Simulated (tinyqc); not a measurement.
Undoped symmetric double-gate MOSFET, analytic potential model: two steps of the calculation.

An undoped body of thickness ts between two equal insulators and tied gates; long channel, electrons only, n = ni exp((psi - V)/Vt) with V the quasi-Fermi potential (0 at the source, Vd at the drain), constant mobility, no quantisation. Across the body psi(x) = V - 2 Vt ln[(ts/(2 beta)) sqrt(q ni/(2 eps0 eps_r Vt)) cos(2 beta x/ts)], x from the centre. Q is the electron charge per area of the whole body.

Parameters, values chosen for the exercise; material values close to those of gallium arsenide:
```
symbol  value        unit                                     meaning
T         250           K                                 temperature
eps_r      13              relative permittivity of the semiconductor
ts         12          nm                              body thickness
mu        240  cm^2/(V s)                            channel mobility
L           2          um                                 gate length
Vg       0.61           V                                gate voltage
Vd        0.1           V                               drain voltage
```

Constants: q = 1.602176634e-19 C, kB = 1.380649e-23 J/K, Vt = kB T/q, eps0 = 8.8541878128e-14 F/cm where lengths are in cm. Results are converted to the units shown.

Task 1. beta at the source by Newton steps in z = ln(tan beta). With V = 0, t = exp(z), beta = arctan(t): f = ln(beta) + (1/2) ln(1 + t^2) + 2 r beta t - (Vg - V0)/(2 Vt); with c = t/(1 + t^2), df/dz = c/beta + t c + 2 r t (c + beta); z(new) = z - f/(df/dz).

z at the start = 0
r = 0.36297251
V0 = 0.80299144 V

Give: beta; f; df/dz; z after iteration 1.

Result 1.

beta = 0.7854
f = 5.154
df/dz = 2.070
z after iteration 1 = -2.490

Task 2. Charges and drain current. beta (between 0 and pi/2) solves (Vg - V0 - V)/(2 Vt) = ln(beta) - ln(cos beta) + 2 r beta tan(beta). Q = 8 eps0 eps_r Vt beta tan(beta)/ts; I = mu (1/L)(4 eps0 eps_r/ts)(2 Vt)^2 [g(beta_s) - g(beta_d)] per width, g = beta tan(beta) - beta^2/2 + r beta^2 tan^2(beta), with beta_s at V = 0 and beta_d at V = Vd.

beta_s = 0.011341314
beta_d = 0.0011137189
r = 0.36297251

Find: Qs; Qd; g(beta_s); g(beta_d); I.

Result 2.

Qs = 0.02126 nC/cm^2
Qd = 2.051e-4 nC/cm^2
g(beta_s) = 6.432e-5
g(beta_d) = 6.202e-7
I = 5.445e-5 uA/um

The term r beta^2 tan^2(beta), which gives the square law, makes up 0.00934 % of g at the source.

tinyqc, about 0.01 s, one thread, Intel Xeon 2.30GHz (shared host): `OMP_NUM_THREADS=1 python tinyqc.py 2440005 2440006 out.jsonl`
